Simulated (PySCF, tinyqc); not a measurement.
Worked calculation: RHF in the sto-3g basis, for H4, spin multiplicity 1. The lowest restricted solution is unstable here: a spin-polarised one lies 0.2015 hartree lower (PySCF). One step of it, computed by the program tinyqc.

Problem. Iteration 2 (converged): orbitals. Diagonalise F' = X^T F X, C = X C', fill 2 alpha and 2 beta electrons from the bottom; D = 2 C_occ C_occ^T. Each column has its largest component positive (the first on a tie).

Fock matrix F (hartree), lower triangle:
```
           1H 1s      2H 1s      3H 1s      4H 1s
1H 1s  -0.123783
2H 1s  -0.264602  -0.123783
3H 1s  -0.086402  -0.052392  -0.123783
4H 1s  -0.052392  -0.086402  -0.264602  -0.123783
```

X, lower triangle:
```
           1H 1s      2H 1s      3H 1s     4H 1s
1H 1s   1.021839
2H 1s  -0.101424   1.021839
3H 1s  -0.065219  -0.003159   1.021839
4H 1s  -0.003159  -0.065219  -0.101424  1.021839
```

Give: F' = X^T F X; orbital energies; coefficients C; D after iteration 2.

Solution.

F' = X^T F X (hartree), lower triangle:
```
         1        2        3        4
1  -0.0652
2  -0.2482  -0.0652
3  -0.0660  -0.0033  -0.0652
4  -0.0033  -0.0660  -0.2482  -0.0652
```

orbital energies (hartree): MO1 -0.3827, MO2 -0.2440, MO3 0.1203, MO4 0.2456

coefficients C:
```
          MO1      MO2      MO3      MO4
1H 1s  0.4260   0.4944   0.5306   0.5927
2H 1s  0.4260   0.4944  -0.5306  -0.5927
3H 1s  0.4260  -0.4944   0.5306  -0.5927
4H 1s  0.4260  -0.4944  -0.5306   0.5927
```

D after iteration 2, lower triangle:
```
         1H 1s    2H 1s   3H 1s   4H 1s
1H 1s   0.8518
2H 1s   0.8518   0.8518
3H 1s  -0.1259  -0.1259  0.8518
4H 1s  -0.1259  -0.1259  0.8518  0.8518
```
